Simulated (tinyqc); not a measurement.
# Worked calculation: capacitance measurement on a leaky thin oxide: effects of series resistance and leakage

tinyqc, about 0.01 s, one thread, Intel Xeon 2.30GHz (shared host): `OMP_NUM_THREADS=1 python tinyqc.py 2022156 2022157 out.jsonl` Printed values are rounded.

The device is a capacitance C in parallel with a leakage conductance G, in series with Rs and Ls. An impedance meter reports either a parallel pair (Cp, Gp) from Y = 1/Z = Gp + i w Cp or a series pair (Cs, Rm) from Z = Rm + 1/(i w Cs); w = 2 pi f, dissipation D = Gp/(w |Cp|).

Parameters, values chosen for the exercise; values of the order met in thin-oxide MOS capacitors: relative permittivity of the gate insulator (close to silicon dioxide) eox = 3.9; insulator thickness tox = 2.1 nm; gate area A = 10000 um^2; oxide-equivalent thickness added by the accumulation layer zc = 0.51 nm; oxide-equivalent thickness added by gate depletion zp = 0 nm; gate leakage current density, not matched to the thickness Jg = 0.0001 A/cm^2; voltage for an e-fold rise of the leakage Vs = 0.39 V; series resistance Rs = 140 ohm; series inductance Ls = 0 nH; measuring frequency f = 1e6 Hz.

Constants: eps0 = 8.8541878128e-14 F/cm where lengths are in cm. Results are converted to the units shown.

## True capacitance and conductance

EOT = 3.9 tox/eox; CET = EOT + zc + zp; C = 3.9 eps0 A/CET; G = Jg A/Vs.

EOT = 2.1 nm
CET = 2.61 nm
C = 132.304 pF
G = 0.0256410 uS

## What the meter reports

Z = Rs + i w Ls + 1/(G + i w C).

Z = 140.04-1202.95i ohm
Cp = 130.535 pF
Gp = 95.4779 uS
Cs = 132.304 pF
D = 0.116411

Cp is 1.3 % below C and Cs is within 0.01 % of it; G Rs = 3.59e-6, w C Rs = 0.116 and G/(w C) = 3.08e-5.
